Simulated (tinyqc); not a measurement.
Comparisons within one model: nanosheet or nanowire with hard walls, valleys of the Si type. A value that a table varies takes the place of the one given here.

Six ellipsoidal valleys along the cube axes: inverse mass tensor w = 1/mt + (1/ml - 1/mt) a a^T with a the unit axis. Device axes: x along the channel, z = [001], y = z x x.

Hard walls around a W x H rectangle. The block w_c of w in (y, z) confines; the transport mass follows from 1/m_x = w_xx - w_xc w_c^-1 w_cx. The cross-section problem c (w_yy ky^2 + 2 w_yz ky kz + w_zz kz^2), c = hbar^2/2m0, is solved in products sin(n pi y/W) sin(l pi z/H), n, l = 1 to 12; if w_yz = 0 the levels are c pi^2 (w_yy n^2/W^2 + w_zz l^2/H^2). The w_yz term couples (n, l) to (n', l') by -2 c w_yz D_nn'(W) D_ll'(H) with D_nm(L) = 4 n m/(L (n^2 - m^2)) for n + m odd and 0 otherwise.

Without degeneracy the line density is N1 exp((EF - Ec)/kB T) with N1 = sum 2 g sqrt(m_x kB T/(4 pi c)) exp(-E/kB T), here over n, l up to 80 where w_yz = 0 and over all levels of a 12 x 12 sine basis otherwise; the classical value is W H Nc with Nc = 2 g_all (m_dos kB T/(4 pi c))^(3/2), m_dos = (ml mt^2)^(1/3); dVt = kB T ln(W H Nc/N1).

Constants: hbar^2/2m0 = 3.80998211 eV angstrom^2; kB = 8.617333262e-05 eV/K.

Values chosen for the exercise (near those of Si; the results hold for these values, not for the real material): ml = 0.92 m0 (longitudinal mass); mt = 0.188 m0 (transverse mass); T = 77 K (temperature); g_all = 6 (number of valleys); channel = 100 (transport direction x on a (001) wafer); H = 62 angstrom (height, along z = [001]); Ws = (25, 35, 50, 75, 110, 170, 260) angstrom (widths); W = 155 angstrom (width, along y).

## From wire to sheet

Valleys:
```
group  valleys g     w_yy     w_zz   |w_yz|  m_x (m0)
A              2  5.31915  1.08696  0.00000   0.18800
B              2  1.08696  5.31915  0.00000   0.18800
C              2  5.31915  5.31915  0.00000   0.92000
```

Lowest level of each group (groups ordered by w_zz, then w_yy) and dVt against the width.

Results:
```
W (angstrom)  A1 (eV)  B1 (eV)  C1 (eV)  dVt (mV)
25             0.3307   0.1174   0.3721     108.7
35             0.1739   0.0854   0.2153      78.9
50             0.0906   0.0684   0.1320      64.0
75             0.0462   0.0593   0.0876      43.8
110            0.0272   0.0554   0.0686      28.1
170            0.0176   0.0534   0.0590      21.1
260            0.0136   0.0526   0.0550      18.6
```

dVt falls from 109 to 19 mV. The lowest group changes from B to A between W = 50 and 75 angstrom (H = 62). At the widest W the lowest level is 0.0136 eV; the film limit c pi^2 w_zz/H^2 of that group is 0.0106 eV.

## Channel direction

The same rectangle along [100] and [110]; groups ordered by w_zz, then w_yy.

Lowest level of each group:
```
channel, group  valleys g   w_yy   w_zz  |w_yz|  m_x (m0)  E (eV)
[100] A                 2  5.319  1.087   0.000     0.188  0.0190
[100] B                 2  1.087  5.319   0.000     0.188  0.0537
[100] C                 2  5.319  5.319   0.000     0.920  0.0604
[110] A                 2  5.319  1.087   0.000     0.188  0.0190
[110] B                 4  3.203  5.319   0.000     0.554  0.0570
```

The lowest subband has m_x = 0.188 m0 and 2 valleys along [100], and 0.188 m0 and 2 valleys along [110]; its edge lies at 0.0190 and 0.0190 eV. These valleys have their axis along z, so turning the channel in the wafer plane leaves them alone; only the higher groups change.

## What each parameter does

E1 and E2 are the two lowest subband edges over all groups. Each row changes one parameter from the base and keeps the others.

Results:
```
case              E1 (eV)  E2 - E1 (meV)  m_x of lowest (m0)  dVt (mV)
base               0.0190           25.0               0.188      22.0
W = 170 angstrom   0.0176           20.8               0.188      21.1
H = 70 angstrom    0.0167           25.0               0.188      20.2
T = 127 K          0.0190           25.0               0.188      27.1
ml = 1.012 m0      0.0180           25.0               0.188      21.4
mt = 0.169 m0      0.0199           27.8               0.169      22.7
```

The largest shifts from the base row, up to three for each result and ties (the steps differ in size, so this ranks the rows, not the parameters). E1 (eV): H -0.0023, W -0.0014, ml -0.0010; unchanged at the printed digits by T. E2 - E1 (meV): W -4.2, mt +2.8; unchanged at the printed digits by H, T and ml. m_x of lowest (m0): mt -0.019; unchanged at the printed digits by W, H, T and ml. dVt (mV): T +5.0, H -1.8, W -0.9.

Run: tinyqc, `OMP_NUM_THREADS=1 python tinyqc.py 1280876 1280877 out.jsonl`; Intel(R) Xeon(R) Processor @ 2.30GHz, one thread, shared host; about 0.02 s of CPU time with all checks.
